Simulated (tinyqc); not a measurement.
Epitaxial growth on a vicinal surface: Burton-Cabrera-Frank step flow, step-edge barrier and island nucleation: one step, computed by the program tinyqc.

Adatoms land at rate F, hop on a square grid (a simplification for hexagonal faces), desorb, or join steps. Lengths are in units of a and n is the adatom coverage. Steps ascend at x = 0 and descend at x = l.

Task: Scales. D = nu exp(-E_d/(k_B T)) (a^2/s, nu counted per direction); tau = exp(E_a/(k_B T))/nu; x_s = sqrt(D tau); n_eq = exp(-E_f/(k_B T)); terrace width l = h/(a tan(miscut)); Schwoebel length l_s = exp(E_s/(k_B T)) - 1. Temperatures in kelvin are T(C) + 273.15.

Inputs (values chosen for the exercise, close to those used for Ge(001)):

| quantity | value | unit |
|---|---|---|
| site spacing a | 4 | angstrom |
| step height h | 1.41 | angstrom |
| diffusion barrier E_d | 0.672 | eV |
| desorption energy E_a | 2.58 | eV |
| adatom formation energy E_f | 1.05 | eV |
| step-edge barrier E_s | 0 | eV |
| attempt frequency nu | 10 | THz |
| miscut angle | 0.1 | degrees |
| temperature T | 470 | C |

Constants: k_B = 8.617333262e-05 eV/K.

Give: D; lifetime tau; diffusion length x_s; equilibrium coverage n_eq; terrace width l; Schwoebel length l_s.

Result:

D = 2.7716e+08 a^2/s

lifetime tau = 31379 s

diffusion length x_s = 2.9491e+06 a

equilibrium coverage n_eq = 7.5731e-08

terrace width l = 201.97 a

Schwoebel length l_s = 0 a

l/x_s = 6.85e-5: nearly every adatom reaches a step.
